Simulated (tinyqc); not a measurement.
Inside a calculation. Method: CIS and TDHF on RHF in the sto-3g basis, frozen core, for BeH2, spin multiplicity 1. One step of it, computed by the program tinyqc.

Problem. CIS singlet states. Diagonalise A (1 hartree = 27.211386 eV); each vector has its largest component positive (the first on a tie). The transition dipole is mu = sqrt2 sum c_ia <i|r|a>.

CIS matrix A, singlet (hartree), lower triangle:
```
           2>4       2>5        2>6        2>7        3>4       3>5       3>6       3>7
2>4   0.406177
2>5   0.000000  0.407083
2>6  -0.004409  0.000000   0.724113
2>7   0.000000  0.000000   0.000000   1.203918
3>4   0.000000  0.000000   0.000000   0.003035   0.314062
3>5   0.000000  0.000000   0.000000   0.000000   0.000000  0.314661
3>6   0.000000  0.000000   0.000000  -0.021135  -0.007856  0.000000  0.693870
3>7  -0.002450  0.000000  -0.001907   0.000000   0.000000  0.000000  0.000000  1.199133
```

dipole integrals <i|r|a> (bohr):
```
            x          y          z
2>4  0.000000   0.000000   0.965466
2>5  0.967311   0.000000   0.000000
2>6  0.000000   0.000000   0.037279
2>7  0.000000  -0.534159   0.000000
3>4  0.000000   0.030917   0.000000
3>5  0.000000   0.000000   0.000000
3>6  0.000000  -1.038367   0.000000
3>7  0.000000   0.000000  -0.111934
```

Give: singlet excitation energies; lowest vectors; oscillator strengths 2/3 w |mu|^2.

Solution.

singlet excitation energies (eV): 8.541  8.562  11.051  11.077  18.862  19.706  32.630  32.784

lowest vectors:
```
     state 1  state 2  state 3  state 4  state 5  state 6
2>4    0.000    0.000    1.000    0.000    0.000   -0.014
2>5    0.000    0.000    0.000    1.000    0.000    0.000
2>6    0.000    0.000    0.014    0.000    0.000    1.000
2>7   -0.003    0.000    0.000    0.000    0.041    0.000
3>4    1.000    0.000    0.000    0.000   -0.020    0.000
3>5    0.000    1.000    0.000    0.000    0.000    0.000
3>6    0.021    0.000    0.000    0.000    0.999    0.000
3>7    0.000    0.000    0.003    0.000    0.000    0.004
```

oscillator strengths 2/3 w |mu|^2: 0.000  0.000  0.505  0.508  1.039  0.001
